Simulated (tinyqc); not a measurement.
Three-phonon processes in a diatomic chain: dispersion, energy and momentum conservation, and decay channels of optical phonons: one step, computed by the program tinyqc. Command: `OMP_NUM_THREADS=1 python tinyqc.py 3121523 3121524 out.jsonl threeph walk`. One thread of a shared host (Intel(R) Xeon(R) Processor @ 2.30GHz), about 0.05 s of CPU time with the checks.

Cell length a, two atoms, one spring constant. x = q a/pi runs from -1 to 1; A and O are the acoustic and optical branches. Matrix elements are not computed: only conservation laws and occupation factors are followed.

Task: Band edges. omega^2 = k (1/m + 1/M) -/+ k sqrt((1/m + 1/M)^2 - 4 sin^2(pi x/2)/(m M)); nu = 15.6333042 THz x sqrt(omega^2) for eV/(angstrom^2 u). Acoustic top sqrt(2 k/M), optical bottom sqrt(2 k/m), optical top sqrt(2 k (1/m + 1/M)).

Inputs (values chosen for the exercise, for a model chain): light mass m = 12 u; heavy mass M = 37.9 u; spring constant k = 5.3 eV/angstrom^2.

Constants: nu for 1 eV/(angstrom^2 u) = 15.6333042 THz.

Give: acoustic top; optical bottom; optical top; optical top over twice the acoustic top; optical bottom over twice the acoustic top; optical width over acoustic top.

Result:

acoustic top = 8.2677 THz

optical bottom = 14.693 THz

optical top = 16.859 THz

optical top over twice the acoustic top = 1.0196

optical bottom over twice the acoustic top = 0.88859

optical width over acoustic top = 0.26203

The zone-centre optical phonon lies above twice the acoustic top (M/m > 3), so its decay into two acoustic phonons is forbidden.
